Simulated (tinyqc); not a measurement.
From results back to parameters: alloy A(1-x)B(x) by interpolation with bowing. Three cases, with inputs chosen for the exercise.

Problem. An unstrained alloy A(1-x)B(x) follows Vegard, a(x) = (1 - x) a_A + x a_B, and E(x) = (1 - x) E_A + x E_B - C x (1 - x) at Gamma. Its lattice constant and gap are given.

Find: x; linear part of the gap; C.

Method. x = (a - a_A)/(a_B - a_A); the bowing is the shortfall against the linear part divided by x (1 - x).

Case 1.

Values chosen (out of a larger set: A near GaAs, B near GaP; not measured data): a = (5.651, 5.446) angstrom (lattice constant of A, B); Eg = (1.512, 2.915) eV (gap at Gamma to the s-like level of A, B).

a(x) = 5.536200 angstrom
gap at Gamma = 2.235587 eV

Solution.

x = 0.560
linear part of the gap = 2.2977 eV
C = 0.252 eV

Case 2.

Values chosen (out of a larger set: A near InSb, B near InAs; not measured data): a = (6.475, 6.058) angstrom (lattice constant of A, B); Eg = (0.235, 0.416) eV (gap at Gamma to the s-like level of A, B).

a(x) = 6.304030 angstrom
gap at Gamma = 0.147379 eV

Solution.

x = 0.410
linear part of the gap = 0.3092 eV
C = 0.669 eV

Case 3.

Values chosen (out of a larger set: A near Ge, B near Si; not measured data): a = (5.664, 5.434) angstrom (lattice constant of A, B); Eg = (0.89, 4.166) eV (gap at Gamma to the s-like level of A, B).

a(x) = 5.505300 angstrom
gap at Gamma = 3.104452 eV

Solution.

x = 0.690
linear part of the gap = 3.1504 eV
C = 0.215 eV

Computed by tinyqc, one run a case: `OMP_NUM_THREADS=1 python tinyqc.py N N+1 out.jsonl` with N = 1050091, 1050095, 1050117; one thread of a shared Intel(R) Xeon(R) Processor @ 2.30GHz, about 0.01 s a run at most.
